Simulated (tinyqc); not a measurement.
# Changing the anneal temperature T

Model: grain growth, pinning, strength and diffusional creep of a polycrystal or thin film. Computed by tinyqc, a small Python program. Command: `OMP_NUM_THREADS=1 python tinyqc.py 3013475 3013476 out.jsonl grain sweep`. One thread of a shared host (Intel(R) Xeon(R) Processor @ 2.30GHz), about 0.01 s of CPU time with the checks.

One mean grain size d describes the structure.

Inputs (values chosen for the exercise, modelled on tungsten):
```
quantity                                    value        unit
shear modulus G                               165         GPa
Burgers vector b                            2.741    angstrom
atomic volume Omega                         15.85  angstrom^3
boundary energy gamma                         1.1       J/m^2
mobility prefactor M0                     8.2e-05   m^4/(J s)
activation energy of boundary motion Q_m     5.01          eV
anneal time t                                7600           s
initial grain size d0                          28          nm
particle volume fraction f                0.00095           -
particle radius r                              12          nm
film thickness h                              130          nm
surface energy gamma_s                        2.8       J/m^2
friction stress sigma_0                       530         MPa
Hall-Petch slope k_y                         0.79   MPa m^0.5
lattice diffusion energy Q_l                 5.55          eV
boundary diffusion energy Q_b                3.67          eV
lattice prefactor D0                      6.2e-05       m^2/s
boundary prefactor delta D0b              1.4e-15       m^3/s
applied stress sigma                           12         MPa
service temperature T_c                      1224           K
```

Sample: thin film on a substrate.

Constants: k_B = 8.617333262e-05 eV/K; k_B = 1.380649e-23 J/K.

Method:
- M = M0 exp(-Q_m/(k_B T)). The driving pressure is 2 gamma/d. Zener pinning pressure 3 f gamma/(2 r) stops growth at d_Z = 4 r/(3 f). Grooves where boundaries meet the surface have the angle theta = arcsin(gamma/(2 gamma_s)) and are taken to stop growth at d_h = h/(2 theta), a few film thicknesses; the limit is 1/d_lim = 1/d_Z + 1/d_h.
- dd/dt = 2 M gamma (1/d - 1/d_lim) integrates to 2 M gamma t = d_lim (d0 - d) + d_lim^2 ln[(d_lim - d0)/(d_lim - d)]; without pinning d^2 = d0^2 + 4 M gamma t.
- Hall-Petch term k_y/sqrt(d). Orowan term 3.06 x 0.4 G b ln(2 rbar/b)/(pi lambda sqrt(1 - nu)) with nu = 1/3, rbar = sqrt(2/3) r, lambda = rbar (sqrt(pi/f) - 2). Film term (threading dislocation, matched substrate, the geometry of an fcc (111) film taken for all cases): 3.464 G b ln(2 h/b)/(4 pi (1 - nu) h). The terms are added to sigma_0.
- Nabarro-Herring rate = 14 sigma Omega D_l/(k_B T d^2), D_l = D0 exp(-Q_l/(k_B T)); Coble rate = 14 pi sigma Omega delta D_b/(k_B T d^3), delta D_b = delta D0b exp(-Q_b/(k_B T)); they are equal at d_x = pi delta D_b/D_l.

One run for each value:
```
anneal temperature T (K)  grain size d (nm)  size without pinning (nm)  yield stress (MPa)  time to 1 % strain (s)
1300                                  28.00                 2.8002e+01              6406.5              4.0916e+05
1460                                  28.23                 2.8248e+01              6387.7              4.1908e+05
1610                                  36.01                 3.6786e+01              5848.8              8.6988e+05
1760                                 101.63                 1.1463e+02              4163.5              1.9564e+07
1910                                 257.15                 4.0767e+02              3243.4              3.1688e+08
2060                                 322.38                 1.2322e+03              3076.9              6.2435e+08
2220                                 322.46                 3.4063e+03              3076.7              6.2481e+08
2370                                 322.46                 7.8017e+03              3076.7              6.2481e+08
2520                                 322.46                 1.6191e+04              3076.7              6.2481e+08
```

Over the rows, grain size d (nm) rises from 28.0 to 322, flat over part of the range; size without pinning (nm) rises from 28.0 to 16200 (exponent d ln y / d ln x 0.075 between the first rows and 12 between the last); yield stress (MPa) falls from 6410 to 3080, flat over part of the range.

Caution (rows 1300, 1460): below about 30 nm grains hold no pile-ups and the Hall-Petch line bends over. Caution (rows 1300, 1460, 1610): the grains are smaller than the film is thick, so they are not columnar, and the groove drag and film term are overstated.
